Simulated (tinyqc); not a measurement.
Effective mass of the conduction band from tabulated energies: one step. Finite differences. The numbers come from values chosen for the exercise (band of an eight-band Kane model near InP).

c = hbar^2/2m0. A uniform scatter of up to 1 meV has been added to mimic numerical noise.
Constants: hbar^2/2m0 = 3.80998211 eV angstrom^2.

Energies along [110], from the band edge:
```
k (1/angstrom)     E (meV)
0.0000000         0.000000
0.0100000         5.373000
0.0200000        18.957600
0.0300000        42.074800
0.0400000        72.405800
0.0500000       111.006100
0.0600000       155.771700
0.0700000       207.453600
0.0800000       262.835500
```

reference mass (curvature of the model at k = 0.0001 1/angstrom) = 0.0792000 m0

Problem. The band is even in k. m = c k^2/E(k) from the points 1, 2, 4 (k = 0 is point 0); Richardson from points 1 and 2: c/m = [16 E(k1) - E(k2)]/(12 k1^2).

Give: m from points 1, 2, 4; m by Richardson.

Solution.

m from points 1, 2, 4 (m0): [0.07091, 0.08039, 0.08419]

m by Richardson = 0.06823 m0

Errors against the reference: -10.47, +1.50 and +6.30 % and -13.85 %. The extrapolation does not help: a scatter of 1 meV is 19 % of the first energy, and the formula weights that point by 4/3.

Program tinyqc; command `OMP_NUM_THREADS=1 python tinyqc.py 1850103 1850104 out.jsonl`; about 0.01 s on one thread of a shared Intel(R) Xeon(R) Processor @ 2.30GHz.
